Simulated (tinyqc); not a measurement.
Parabolic quantum dot in a magnetic field (Fock-Darwin): sweeps and comparisons. A value that a table varies takes the place of the one given here.

Two dimensions, V = m w0^2 r^2/2, one valley. hbar wc = 2 muB B/m, W = sqrt(w0^2 + wc^2/4), E(n, l, s) = (2n + |l| + 1) hbar W - l hbar wc/2 + s gs muB B, n = 0, 1, ..., l = 0, +/-1, ..., s = +/-1/2; length lam = sqrt(2c/(m hbar W)), c = hbar^2/2m0.

Two electrons, first order in the Coulomb energy: the singlet (0,0)^2 has 2W + J0 and the lowest triplet (0,0)(0,1) has 3W - wc/2 + J0/2 - Ez, with J0 = sqrt(pi/2) q/(eps lam), q = e^2/(4 pi eps0), Ez = |gs| muB B.

Exact treatment: the centre of mass separates with energy W, and the relative motion obeys [-(2c/m) Laplacian + (2c/m) r^2/(2 lam^2)^2 + q/(eps r)] psi = e_l psi for angular number l, solved in 14 Gaussians r^l exp(-a r^2), a = 1.7^i/(4 lam^2), i = -3 to 10. E(S) = W + e_0, E(T) = W + e_1 - wc/2 - Ez.

Constants: muB = 5.788381798e-05 eV/T; hbar^2/2m0 = 3.80998211 eV angstrom^2; e^2/(4 pi eps0) = 14.39964547 eV angstrom.

Parameters, chosen for this exercise (near those of a gate-defined dot in Si; not measured data):
```
symbol  value                           unit  meaning
m       0.1881                          m0    mass
gs      2.01                                  g factor
w0      5.2                             meV   confinement energy hbar w0
Bs      (0, 2.1, 4.2, 6.8, 10, 15, 22)  T     fields
eps     11.4                                  dielectric constant
B       4.01                            T     magnetic field
```

## Levels against field

Six orbital levels without the Zeeman term.

Levels (meV):
```
B (T)  (0,0)   (0,1)  (0,-1)   (0,2)   (1,0)   (0,3)
0      5.200  10.400  10.400  15.600  15.600  20.800
2.1    5.240   9.834  11.126  14.428  15.720  19.021
4.2    5.358   9.424  12.009  13.490  16.075  17.555
6.8    5.605   9.118  13.303  12.631  16.816  16.143
10     6.042   9.007  15.162  11.972  18.127  14.937
15     6.953   9.290  18.522  11.628  20.860  13.965
22     8.537  10.303  23.843  12.070  25.610  13.836
```

(0,2) crosses (0,-1) where W = 3 wc/2, that is wc = w0/sqrt(2), B = 5.97 T, and (0,3) crosses it at W = wc, B = 9.76 T. States with n = 0 and l >= 0 draw together into the lowest Landau level: their spacing W - wc/2 shrinks from 5.20 to 1.77 meV, while (0,-1) climbs to 15.31 meV above (0,0).

## Singlet against triplet in a field

For each field, first order and exact.

Energies (meV):
```
B (T)      J0  W - wc/2     Ez  E(T) - E(S), first order  exact
0      17.936     5.200  0.000                    -3.768   1.80
2.1    18.005     4.594  0.244                    -4.653   0.93
4.2    18.207     4.066  0.489                    -5.526   0.10
6.8    18.622     3.513  0.791                    -6.589  -0.89
10     19.334     2.965  1.163                    -7.866  -2.04
15     20.740     2.337  1.745                    -9.778  -3.72
22     22.981     1.767  2.560                   -12.284  -5.88
```

Exactly, the triplet drops below the singlet between 4.2 and 6.8 T. First order has the triplet lower even at zero field, which the exact solution forbids; with J0/W = 3.45 at zero field it misses the splitting there by 5.57 meV. From the first row to the last the orbital cost falls by 3.43 meV, the Coulomb gain J0/2 (half direct, half exchange) grows by 2.52 meV and the Zeeman gain by 2.56 meV. States of higher angular number, which take over at higher fields, in soft dots already within such a table, are left out.

## What each parameter does

The two modes W +/- wc/2, lam and the exact E(T) - E(S), with q = e^2/(4 pi eps0) and Ez = |gs| muB B. Each row changes one parameter from the base and keeps the others.

Results:
```
case           upper mode (meV)  lower mode (meV)  lam (angstrom)  E(T) - E(S) (meV)
base                      6.578             4.110            87.1               0.17
B = 2.41 T                5.994             4.511            87.8               0.81
w0 = 4.16 meV             5.573             3.105            96.6              -0.28
m = 0.2163 m0             6.383             4.236            81.5               0.23
gs = 3.01                 6.578             4.110            87.1              -0.06
eps = 9.7                 6.578             4.110            87.1              -0.01
```

The largest shifts from the base row, up to three for each result and ties (the steps differ in size, so this ranks the rows, not the parameters). upper mode (meV): w0 -1.005, B -0.584, m -0.196; unchanged at the printed digits by gs and eps. lower mode (meV): w0 -1.005, B +0.401, m +0.126; unchanged at the printed digits by gs and eps. lam (angstrom): w0 +9.6, m -5.6, B +0.8; unchanged at the printed digits by gs and eps. E(T) - E(S) (meV): B +0.64, w0 -0.45, gs -0.23.

Program tinyqc; command `OMP_NUM_THREADS=1 python tinyqc.py 1282475 1282476 out.jsonl`; about 0.04 s on one thread of a shared Intel(R) Xeon(R) Processor @ 2.30GHz.
